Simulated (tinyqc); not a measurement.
From results back to parameters: electrons shared among three sets of ellipsoidal valleys. Five cases, with inputs chosen for the exercise.

Problem. An ellipsoidal valley with ml > mt has m_d = (ml mt^2)^(1/3) and 1/m_c = (1/ml + 2/mt)/3.

Case 1.

m_d = 0.310755 m0
m_c = 0.247088 m0

Case 2.

m_d = 0.311569 m0
m_c = 0.188813 m0

Case 3.

m_d = 0.310855 m0
m_c = 0.249286 m0

Case 4.

m_d = 0.305780 m0
m_c = 0.215274 m0

Case 5.

m_d = 0.231354 m0
m_c = 0.140716 m0

Find: K = ml/mt; ml; mt.

Solution. m_d/m_c = K^(1/3) (2 + 1/K)/3 rises steadily for K > 1, so it fixes K; then mt = m_d/K^(1/3) and ml = K mt.

Case 1.

K = ml/mt = 5.06
ml = 0.916 m0
mt = 0.1810 m0

Case 2.

K = ml/mt = 13.61
ml = 1.776 m0
mt = 0.1305 m0

Case 3.

K = ml/mt = 4.89
ml = 0.895 m0
mt = 0.1832 m0

Case 4.

K = ml/mt = 8.08
ml = 1.231 m0
mt = 0.1524 m0

Case 5.

K = ml/mt = 13.44
ml = 1.308 m0
mt = 0.0973 m0

Computed by tinyqc, one run a case: `OMP_NUM_THREADS=1 python tinyqc.py N N+1 out.jsonl` with N = 1680323, 1680372, 1680376, 1680894, 1680959; one thread of a shared Intel(R) Xeon(R) Processor @ 2.30GHz, about 0.01 s a run at most.
